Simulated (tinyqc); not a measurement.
Propagation of a band-gap error through k.p and effective-mass formulas: sweeps and comparisons. A value that a table varies takes the place of the one given here.

Chain, for a gap E (the reference Eg or another value), with Ep and Dso kept: 1/me = 1 + Ep (E + 2 Dso/3)/(E (E + Dso)); g* = 2 - 2 Ep Dso/(3 E (E + Dso)); g1(E) = g1 + (Ep/3)(1/E - 1/Eg), g2(E) = g2 + (Ep/6)(1/E - 1/Eg), light hole 1/(g1 + 2 g2), heavy hole 1/(g1 - 2 g2) along [100]; optical constant ei(E) = 1 + (ei - 1)(EP/(EP + E - Eg))^2, static e0(E) = ei(E) + e0 - ei.

Donor: R = Ry me/e0^2, a_B = a0 e0/me, Mott density (0.26/a_B)^3. Nc, Nv = 2 (m kT/(4 pi c))^(3/2), c = hbar^2/2m0, ni = sqrt(Nc Nv) exp(-E/2kT). Exciton: Ry mu/e0^2 with 1/mu = 1/me + g1(E). 1 angstrom^-3 = 1e24 cm^-3.

Constants: Ry = 13.60569312 eV; a0 (Bohr radius) = 0.5291772105 angstrom; kB = 8.617333262e-05 eV/K; hbar^2/2m0 = 3.80998211 eV angstrom^2.

Values chosen for the exercise (reference values near those of GaAs, gap at low temperature; shifted at random, so the results belong to these values and not to a real crystal): Eg = 1.5 eV (gap at Gamma to the s-like level); Dso = 0.334 eV (spin-orbit splitting); Ep = 25.8 eV (Kane energy); g1 = 6.95 (Luttinger gamma1); g2 = 2.06 (gamma2); e0 = 12.92 (static dielectric constant); ei = 10.81 (optical dielectric constant); EP = 5.37 eV (mean (Penn) gap); mh = 0.64 m0 (density-of-states mass of the holes); T = 300 K (temperature); Eg2 = 0.555 eV (a wrong gap, of the size a semi-local functional can give).

## The size of the error

E = f Eg; ratios against f = 1.

Results:

| f | E (eV) | me ratio | light-hole ratio | e0 ratio | donor ratio | Mott ratio | g* | log10 ni ratio |
|---|---|---|---|---|---|---|---|---|
| 0.25 | 0.375 | 0.291 | 0.243 | 1.456 | 0.137 | 0.00797 | -19.607 | 9.05 |
| 0.40 | 0.600 | 0.441 | 0.392 | 1.337 | 0.247 | 0.0360 | -8.251 | 7.29 |
| 0.60 | 0.900 | 0.634 | 0.592 | 1.203 | 0.438 | 0.146 | -3.173 | 4.89 |
| 0.80 | 1.200 | 0.819 | 0.794 | 1.093 | 0.686 | 0.422 | -1.121 | 2.45 |
| 1.00 | 1.500 | 1.000 | 1.000 | 1.000 | 1.000 | 1.00 | -0.088 | 0.00 |
| 1.20 | 1.800 | 1.176 | 1.209 | 0.922 | 1.384 | 2.08 | 0.504 | -2.47 |
| 1.50 | 2.250 | 1.433 | 1.527 | 0.825 | 2.104 | 5.23 | 1.012 | -6.18 |
| 2.00 | 3.000 | 1.842 | 2.074 | 0.705 | 3.710 | 17.9 | 1.426 | -12.40 |

What can be read from the table?

Between f = 0.8 and 1.2 the mean powers d ln(ratio)/d ln f are 0.89 for me, 1.04 for the light hole, -0.42 for e0, 1.73 for the donor energy and 3.93 for the Mott density; ni moves by -0.82 decades per 0.1 eV, against -0.1 eV/(2 kT ln 10) = -0.84 from the exponential alone, the rest coming from Nc through me^(3/4). g* changes sign between f = 1.00 and 1.20; the place of this zero hangs on remote bands, which are left out.

## What each input does

All at E = Eg2. Each row changes one parameter from the base and keeps the others.

Results:

| case | me (m0) | light hole (m0) | e0 | donor (meV) | exciton (meV) | log10 ni |
|---|---|---|---|---|---|---|
| base | 0.0240 | 0.0327 | 17.56 | 1.059 | 0.756 | 13.378 |
| Eg2 = 0.599 eV | 0.0257 | 0.0353 | 17.27 | 1.171 | 0.837 | 13.030 |
| Dso = 0.307 eV | 0.0238 | 0.0327 | 17.56 | 1.052 | 0.752 | 13.375 |
| Ep = 27.864 eV | 0.0223 | 0.0311 | 17.56 | 0.983 | 0.707 | 13.353 |
| g1 = 6.394 | 0.0240 | 0.0333 | 17.56 | 1.059 | 0.763 | 13.378 |
| EP = 4.94 eV | 0.0240 | 0.0327 | 18.11 | 0.996 | 0.711 | 13.378 |
| ei = 11.675 | 0.0240 | 0.0327 | 17.97 | 1.012 | 0.722 | 13.378 |
| mh = 0.589 m0 | 0.0240 | 0.0327 | 17.56 | 1.059 | 0.756 | 13.351 |
| T = 276 K | 0.0240 | 0.0327 | 17.56 | 1.059 | 0.756 | 12.918 |

How do the results move?

The largest shifts from the base row, up to three for each result and ties (the steps differ in size, so this ranks the rows, not the parameters). me (m0): Ep -0.0017, Eg2 +0.0017, Dso -0.0002; unchanged at the printed digits by g1, EP, ei, mh and T. light hole (m0): Eg2 +0.0026, Ep -0.0016, g1 +0.0006; unchanged at the printed digits by Dso, EP, ei, mh and T. e0: EP +0.55, ei +0.41, Eg2 -0.28; unchanged at the printed digits by Dso, Ep, g1, mh and T. donor (meV): Eg2 +0.112, Ep -0.077, EP -0.064; unchanged at the printed digits by g1, mh and T. exciton (meV): Eg2 +0.080, Ep -0.049, EP -0.045; unchanged at the printed digits by mh and T. log10 ni: T -0.460, Eg2 -0.347, mh -0.027; unchanged at the printed digits by g1, EP and ei.

Computed by tinyqc, a small Python program: `OMP_NUM_THREADS=1 python tinyqc.py 1880860 1880861 out.jsonl` (the numbers bound the seed that draws the inputs); one thread of a shared host (Intel(R) Xeon(R) Processor @ 2.30GHz), about 0.01 s for the whole set of steps.
